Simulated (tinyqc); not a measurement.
# Quantum limit of the contact resistance of a three-dimensional channel: quantum limit against density

Parabolic band with gv valleys, C = hbar^2/(2 m0), eta = (EF - Ec)/(kB T). Landauer picture: each mode conducts 2 q^2/h, and the contacts and the channel add incoherently in series, 1/Tt - 1 = 2 (1/tc - 1) + L/lam for the total transmission Tt.

n = N F12(eta), N = 2 gv (m kB T/(4 pi C))^1.5, F12(x) = (2/sqrt(pi)) int_0^infinity sqrt(u)/(1 + exp(u - x)) du; modes per area M = gv m kB T ln(1 + exp(eta))/(4 pi C); at zero temperature M0 = gv kF^2/(4 pi), kF = (3 pi^2 n/gv)^(1/3). kB T in eV. RQ = (h/2q^2)/M for the whole device, R = RQ/Tt; the part of one contact is Rc = RQ (1/tc - 1/2) and the channel adds RQ L/lam.

Inputs (values chosen for the exercise):
- T = 300 K (temperature)
- m = 0.46 m0 (mass)
- gv = 3 (valleys)

Constants: q = 1.602176634e-19 C, kB = 1.380649e-23 J/K, hbar = 1.054571817e-34 J s, h = 6.62607015e-34 J s, m0 = 9.1093837015e-31 kg, Vt = kB T/q, hbar^2/(2 m0) = 0.0380998212 eV nm^2. Results are converted to the units shown.

Results:

| n (cm^-3) | eta | M (cm^-2) | M0 (cm^-2) | RQ/2 (ohm cm^2) |
|---|---|---|---|---|
| 1.4e17 | -5.120 | 4.438e10 | 2.962e11 | 1.454e-7 |
| 4.3e17 | -3.994 | 1.361e11 | 6.258e11 | 4.743e-8 |
| 4.3e18 | -1.633 | 1.329e12 | 2.905e12 | 4.855e-9 |
| 1.4e19 | -0.3084 | 4.104e12 | 6.381e12 | 1.572e-9 |
| 4.4e19 | 1.274 | 1.133e13 | 1.369e13 | 5.696e-10 |
| 1.4e20 | 3.743 | 2.807e13 | 2.962e13 | 2.299e-10 |
| 4.4e20 | 8.429 | 6.281e13 | 6.354e13 | 1.027e-10 |

Estimate the missing row, n = 1.4e18 cm^-3.

Computed row:

| n (cm^-3) | eta | M (cm^-2) | M0 (cm^-2) | RQ/2 (ohm cm^2) |
|---|---|---|---|---|
| 1.4e18 | -2.799 | 4.403e11 | 1.375e12 | 1.466e-8 |

With this row back in the table: The limit for one contact, RQ/2, falls from 1.45e-7 to 1.03e-10 ohm cm^2, as n^(-1.00) between the first two rows (eta = -5.1) and n^(-0.70) between the last two (eta = 8.4); the non-degenerate power is -1 and the degenerate one -2/3. M0 is 6.67 times M in the first row and 1.2 % above it in the last.

Numbers from tinyqc (`OMP_NUM_THREADS=1 python tinyqc.py 2760067 2760068 out.jsonl`; about 0.01 s on one thread of a shared Intel Xeon 2.30GHz).
